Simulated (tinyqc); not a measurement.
# Changing the depletion charge N_dep

Model: inversion-layer mobility, back-scattering and ballistic limit of a field-effect transistor. Computed by tinyqc, a small Python program. Command: `OMP_NUM_THREADS=1 python tinyqc.py 3006422 3006423 out.jsonl mos sweep`. One thread of a shared host (Intel(R) Xeon(R) Processor @ 2.30GHz), about 0.02 s of CPU time with the checks.

The charge at the top of the source barrier is fixed by the gate; series resistance and short-channel effects are left out. F_j are Fermi integrals normalised to exp(eta) in the classical limit.

Inputs (values chosen for the exercise, modelled on a silicon n-channel):
```
quantity                                     value        unit
transport mass m                              0.19         m_0
valley degeneracy g_v                            2           -
weight w of the inversion charge               0.5           -
permittivity eps                              11.7           -
phonon mobility at 1 MV/cm and 300 K, mu_ph    310  cm^2/(V s)
roughness mobility at 1 MV/cm, mu_sr          1600  cm^2/(V s)
Coulomb mobility at N_inv = 1e12/cm^2, mu_C   1200  cm^2/(V s)
electrical oxide thickness t_inv               4.8          nm
gate overdrive V_G - V_T                      0.98           V
drain voltage V_D                             0.48           V
channel length L                                19          nm
exponent a of the critical length             0.64           -
temperature T                                  300           K
```

Statistics at the top of the barrier: Fermi-Dirac.

Constants: eps_0 = 8.8541878128e-12 F/m; e = 1.602176634e-19 C; m_0 = 9.1093837015e-31 kg; k_B = 1.380649e-23 J/K; hbar = 1.054571817e-34 J s; k_B = 8.617333262e-05 eV/K.

Method:
- N_inv = 3.9 eps_0 (V_G - V_T)/(e t_inv); effective field E_eff = e (N_dep + w N_inv)/(eps eps_0).
- mu_phonon = mu_ph (E_eff/1 MV/cm)^(-0.3) (T/300 K)^(-1.75); mu_rough = mu_sr (E_eff/1 MV/cm)^(-2); mu_Coulomb = mu_C (N_inv/1e12 cm^-2) (T/300 K); Matthiessen's rule adds 1/mu.
- F_j(eta) = (1/Gamma(j + 1)) int_0^infinity x^j/(1 + exp(x - eta)) dx, F_0 = ln(1 + exp(eta)). Integrals over x = E/(k_B T) use 160 Gauss-Legendre points in u = sqrt(x) from 0 to sqrt(max(eta, 0) + 32).
- Ballistic channel: N_2D = g_v m k_B T/(pi hbar^2), U = e V_D/(k_B T); eta_F solves N_inv = (N_2D/2)[F_0(eta_F) + F_0(eta_F - U)]; v_T = sqrt(2 k_B T/(pi m)); I/W = e (N_2D/2) v_T [F_1/2(eta_F) - F_1/2(eta_F - U)]; injection velocity v_T F_1/2(eta_F)/F_0(eta_F).
- Mean free path lambda = (2 k_B T/e)(mu/v_T) F_0(eta_0)/F_-1/2(eta_0), with eta_0 from N_inv = N_2D F_0(eta_0); critical length l = L (1 + U)^(-a), an empirical rule; back-scattering r = l/(l + lambda). Then eta solves N_inv = (N_2D/2)[(1 + r) F_0(eta) + (1 - r) F_0(eta - U)] and I/W = e (N_2D/2) v_T (1 - r)[F_1/2(eta) - F_1/2(eta - U)].
- Ballistic ratio: I over the ballistic current. Apparent mobility 1/(1/mu + 1/mu_B), mu_B = mu L/lambda.

One run for each value; columns: (1) depletion charge N_dep (1/cm^2); (2) effective mobility mu (cm^2/(V s)); (3) effective field E_eff (MV/cm); (4) current I/W (microampere/micrometre):
```
(1)          (2)     (3)     (4)
5.00e+10  382.36  0.3480  873.13
1.00e+11  379.61  0.3557  871.58
2.10e+11  373.77  0.3728  868.22
4.40e+11  362.41  0.4083  861.44
9.10e+11  342.01  0.4810  848.45
1.90e+12  307.27  0.6341  823.51
3.90e+12  255.39  0.9434  777.75
8.00e+12  183.71  1.5776  689.15
```

Describe the trends.

Over the rows, effective mobility mu (cm^2/(V s)) falls from 382 to 184 (exponent d ln y / d ln x -0.010 between the first rows and -0.46 between the last); effective field E_eff (MV/cm) rises from 0.348 to 1.58 (exponent d ln y / d ln x 0.032 between the first rows and 0.72 between the last); current I/W (microampere/micrometre) falls from 873 to 689 (exponent d ln y / d ln x -0.0026 between the first rows and -0.17 between the last).
